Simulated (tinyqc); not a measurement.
## Inverter chain driving a load

N inverters, each f = Hc^(1/N) times larger than the one before: delay tau N (f + pp). Switched capacitance in units of the first input, with output capacitance pp times the input: Hc + (1 + pp)(Hc - 1)/(f - 1).

Parameters, values chosen for the exercise:
```
symbol  value  unit                                       meaning
Hc       3300        load over the input capacitance of the chain
pp          0                      parasitic delay of an inverter
tau       5.2    ps                                    delay unit
```

Results:
```
N        f  delay (ps)  switched capacitance
5   5.0548      131.42                4113.6
7   3.1816      115.81                4812.2
8   2.7531      114.53                5181.9
9   2.4601      115.13                5559.5
10  2.2483      116.91                5942.8
11  2.0886      119.47                6330.4
12  1.9643      122.57                6721.1
```

Estimate the missing row, N = 6.

Computed row:
```
N       f  delay (ps)  switched capacitance
6  3.8585      120.39                4454.1
```

With this row back in the table: The delay goes from 131 through a minimum of 115 (at N = 8 among the rows listed) to 123 ps. The best stage effort solves pp + rho (1 - ln rho) = 0, rho = 2.72, which gives N = ln Hc/ln rho = 8.10. One stage fewer than the best costs 1.1 % in delay and saves 7.1 % of the switched capacitance.

tinyqc, about 0.01 s, one thread, Intel Xeon 2.30GHz (shared host): `OMP_NUM_THREADS=1 python tinyqc.py 2082157 2082158 out.jsonl`
